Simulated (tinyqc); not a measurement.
# Resistance of a tapered via with liner, size effect and interface: effects of single changes

A round via whose diameter grows from db at the bottom as D(z) = db + 2 z/tan(ang). The fill, of diameter D - 2 tl, starts above the bottom liner (thickness fb tl) and has rho = rho0 (1 + ks lam/(D - 2 tl)); the sidewall liner conducts in parallel with it. The bottom liner and the interface are crossed over the full area pi db^2/4. Spreading in the lines above and below is left out.

Values chosen for this exercise; fill metal close to tungsten: diameter at the bottom db = 14 nm; height hv = 48 nm; sidewall angle ang = 87 degrees; bulk resistivity of the fill rho0 = 5.37 uohm cm; mean free path of the fill lam = 15.9 nm; size-effect factor ks = 1.6; liner on the sidewall tl = 2.5 nm; liner at the bottom over that on the sidewall fb = 0.5; resistivity of the liner rl = 450 uohm cm; interface resistivity at the bottom ri = 5.9e-13 ohm cm^2; ballistic conductance per area, about 3/(4 rho0 lam) Sb = 9.1e14 S/m^2; bulk resistivity of the second fill (close to molybdenum) rho2 = 5.23 uohm cm; its mean free path lam2 = 11.1 nm; its liner tl2 = 0.4 nm.

Each table varies one quantity; the others keep the values above.

## Via resistance against the diameter at the bottom

Slices between z0 = fb tl and hv, evaluated at their midpoints: conductance per length pi/4 [(D - 2 tl)^2/rho + (D^2 - (D - 2 tl)^2)/rl], slice resistance = slice height over that. 2000 slices. R_fill = sum of the slices; R_bottom = rl fb tl/(pi db^2/4); R_interface = ri/(pi db^2/4); ballistic (Sharvin) limit 1/(Sb pi (db - 2 tl)^2/4); ideal cylinder rho0 hv/(pi db^2/4).

Results:
columns A: db (nm); B: R_fill (ohm); C: R_bottom (ohm); D: R_interface (ohm); E: R (ohm); F: ballistic limit (ohm); G: R over ideal cylinder; H: largest part
```
A          B       C         D       E        F       G             H
8.3   551.48  103.96    1.0905  656.53   128.48  13.781          fill
11    183.34  59.190   0.62084  243.15   38.866  8.9648          fill
16    50.944  27.976   0.29344  79.213   11.563  6.1789          fill
22    19.331  14.797   0.15521  34.284   4.8414  5.0560          fill
42    3.3518  4.0601  0.042586  7.4545   1.0220  4.0067  bottom liner
58    1.5072  2.1290  0.022331  3.6585  0.49810  3.7501  bottom liner
80   0.70461  1.1191  0.011738  1.8354  0.24874  3.5792  bottom liner
```

Estimate the missing row, db = 30 nm.

Computed row:
columns A: db (nm); B: R_fill (ohm); C: R_bottom (ohm); D: R_interface (ohm); E: R (ohm); F: ballistic limit (ohm); G: R over ideal cylinder; H: largest part
```
A        B       C         D       E       F       G     H
30  8.0982  7.9577  0.083468  16.139  2.2387  4.4259  fill
```

With this row back in the table: R falls from 657 to 1.84 ohm. The fill is the largest part at db = 8.3, the bottom liner from 42 on. R goes as db^(-3.53) between the first two rows and db^(-2.15) between the last two; area alone gives -2.

## Via resistance against the height

Same model as above.

2000 slices.

The same in every row: R_bottom (ohm) = 36.541; R_interface (ohm) = 0.38327; ballistic limit (ohm) = 17.274.

Results:
```
hv (nm)  R_fill (ohm)  R (ohm)  R over ideal cylinder  largest part
8.4            18.840   55.764                 19.030  bottom liner
12             26.982   63.906                 15.266  bottom liner
25             50.777   87.701                 10.056          fill
37             67.083   104.01                 8.0581          fill
53             83.304   120.23                 6.5028          fill
77             100.21   137.13                 5.1053          fill
110            115.18   152.10                 3.9638          fill
```

Estimate the missing row, hv = 18 nm.

Computed row:
```
hv (nm)  R_fill (ohm)  R (ohm)  R over ideal cylinder  largest part
18             38.934   75.857                 12.081          fill
```

With this row back in the table: R rises from 55.8 to 152 ohm. The bottom liner is the largest part at hv = 8.4, the fill from 18 on. The share of the two bottom terms goes from 66.2 to 24.3 %. For hv = 8.4, 12 the ballistic limit exceeds half of R_fill, so the diffusive model understates R.

## Two fill metals against the diameter

2000 slices. R_fill = sum of the slices; R_bottom = rl fb tl/(pi db^2/4); R_interface = ri/(pi db^2/4). The second fill has rho2, lam2 and tl2 in place of rho0, lam and tl.

Two fill metals against the diameter:
```
db (nm)  R, first fill (ohm)  R, second fill (ohm)  ratio second/first
8.5                    600.2                 108.6              0.1809
12                     184.1                 49.21              0.2672
17                     67.10                 22.36              0.3332
24                     27.61                 10.35              0.3748
35                     11.28                 4.517              0.4006
49                     5.291                 2.183              0.4126
70                     2.439                 1.022              0.4189
100                    1.147                0.4836              0.4218
```

The ratio goes from 0.181 to 0.422. The second fill gives the lower R in every row.

Computed by the program tinyqc: `OMP_NUM_THREADS=1 python tinyqc.py 2750105 2750106 out.jsonl`, one thread of a shared Intel Xeon 2.30GHz, about 0.01 s for the whole run.
